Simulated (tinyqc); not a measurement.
Worked calculation: eight-band Kane k.p model. Values are carried at full precision from step to step, so a last printed digit may differ when a step is redone from the rounded ones.

Constants: hbar^2/2m0 = 3.80998211 eV angstrom^2.

Inputs chosen for the exercise (near those of GaSb; not measured data): Eg = 0.804 eV (gap at Gamma to the s-like level); Dso = 0.751 eV (spin-orbit splitting); Ep = 26.7 eV (Kane energy); me = 0.0391 m0 (electron mass at Gamma); g1 = 13.33 (Luttinger gamma1); g2 = 4.72 (gamma2); g3 = 5.96 (gamma3); k = (0.028, 0.021, 0.002) 1/angstrom (wave vector); kmax = 0.06 1/angstrom (end of the path).

## Derived values

P = sqrt(Ep c); A = 1/me - Ep (Eg + 2 Dso/3)/(Eg (Eg + Dso)) keeps the electron mass; g1' = g1 - Ep/(3 Eg), g2' = g2 - Ep/(6 Eg), g3' = g3 - Ep/(6 Eg) remove the coupling to S that the Luttinger values already hold; L = -c (g1' + 4 g2'), M = -c (g1' - 2 g2'), N = -6 c g3'. c = hbar^2/2m0.

P = 10.0860 eV angstrom
A = -2.2873

g1', g2', g3': 2.2603  -0.8148  0.4252

L, M, N (eV angstrom^2): 3.8060  -14.8208  -9.7194

The coupling to the valence bands supplies 27.86, against 1/me = 25.58; A makes up the difference. The diagonal terms in A and L bend towards the gap, so the set should be tested for spurious states at large k.

## The Hamiltonian at one k

Eight-band Kane model, basis S, X, Y, Z times spin, zero of energy at the top of the unstrained valence band, c = hbar^2/2m0. Within each spin: H_SS = Eg + A c k^2, H_SX = i P kx (likewise Y, Z), H_XX = -Dso/3 + L kx^2 + M (ky^2 + kz^2), H_XY = N kx ky, and cyclic. Spin-orbit term (Dso/3) L.sigma on X, Y, Z with (L_k)_ij = -i epsilon_kij: <X+|H|Y+> = -i Dso/3, <X+|H|Z-> = Dso/3, <Y+|H|Z-> = -i Dso/3, <Z+|H|X-> = -Dso/3, <Z+|H|Y-> = i Dso/3, <X-|H|Y-> = i Dso/3, and their conjugates; + and - are the spin along z. Terms from inversion asymmetry are left out, so every level is twofold.

Fill in the matrix.

H(k) (eV), lower triangle (Hermitian):
```
          S+               X+       Y+        Z+        S-               X-
S+    0.7933
X+  -0.2824i          -0.2539
Y+  -0.2118i  -0.0057+0.2503i  -0.2603
Z+  -0.0202i          -0.0005  -0.0004   -0.2685
S-         0                0        0         0    0.7933
X-         0                0        0   -0.2503  -0.2824i          -0.2539
Y-         0                0        0  -0.2503i  -0.2118i  -0.0057-0.2503i
Z-         0           0.2503  0.2503i         0  -0.0202i          -0.0005

         Y-       Z-
Y-  -0.2603
Z-  -0.0004  -0.2685
```

## Levels and orbital character

Diagonalise H; the levels come in pairs. The weights are summed over spin and averaged over each pair.

levels, each twofold (eV): -0.7900  -0.0986  -0.0097  0.9088

weights:
```
   pair 1  pair 2  pair 3  pair 4
S   0.019   0.083   0.000   0.898
X   0.343   0.383   0.211   0.063
Y   0.329   0.303   0.332   0.036
Z   0.309   0.231   0.456   0.003
```

The conduction pair has 10.2 % valence character at this k; the valence pair with most S character is pair 2 (8.3 %).

## Bands along [111] and [110]

The same diagonalisation at six points |k| = 0, kmax/5, ..., kmax along each direction.

Levels (eV):
```
direction  |k| (1/angstrom)   pair 1   pair 2   pair 3  pair 4
[111]                 0.000  -0.7510   0.0000   0.0000  0.8040
[111]                 0.012  -0.7554  -0.0136  -0.0008  0.8178
[111]                 0.024  -0.7690  -0.0511  -0.0031  0.8563
[111]                 0.036  -0.7927  -0.1052  -0.0070  0.9131
[111]                 0.048  -0.8282  -0.1680  -0.0124  0.9820
[111]                 0.060  -0.8774  -0.2327  -0.0193  1.0580
[110]                 0.000  -0.7510   0.0000   0.0000  0.8040
[110]                 0.012  -0.7554  -0.0133  -0.0011  0.8178
[110]                 0.024  -0.7689  -0.0501  -0.0043  0.8564
[110]                 0.036  -0.7923  -0.1036  -0.0096  0.9137
[110]                 0.048  -0.8267  -0.1665  -0.0168  0.9835
[110]                 0.060  -0.8738  -0.2327  -0.0259  1.0610
```

At kmax the conduction band lies 3.0 meV and the top valence band 6.5 meV apart between the two directions. k.p holds near Gamma; the zone edge lies near 1 1/angstrom.

## Masses at Gamma

m*/m0 = c h^2/(E(h) - E(0)) with |k| = h = 0.0001 1/angstrom; negative values are hole-like.

Masses (m0):
```
direction  pair 1  pair 2  pair 3  pair 4
[111]      -0.125  -0.040  -0.709   0.039
[110]      -0.125  -0.041  -0.505   0.039
```

Without strain the limits are known: me for pair 4, -1/(g1 -/+ 2 g2) for the heavy and light holes along [100], -1/(g1 -/+ 2 g3) along [111], and -1/(g1 - Ep Dso/(3 Eg (Eg + Dso))) = -0.125 for the split-off band.

## Checks

- Electron mass of the unstrained model by finite differences against the input me: both 0.03910.
- Heavy-hole mass along [100] against 1/(g1 - 2 g2): both 0.2571.
- Light-hole mass along [100] against 1/(g1 + 2 g2): both 0.04392.

Program tinyqc; command `OMP_NUM_THREADS=1 python tinyqc.py 1050768 1050769 out.jsonl`; about 0.07 s on one thread of a shared Intel(R) Xeon(R) Processor @ 2.30GHz.
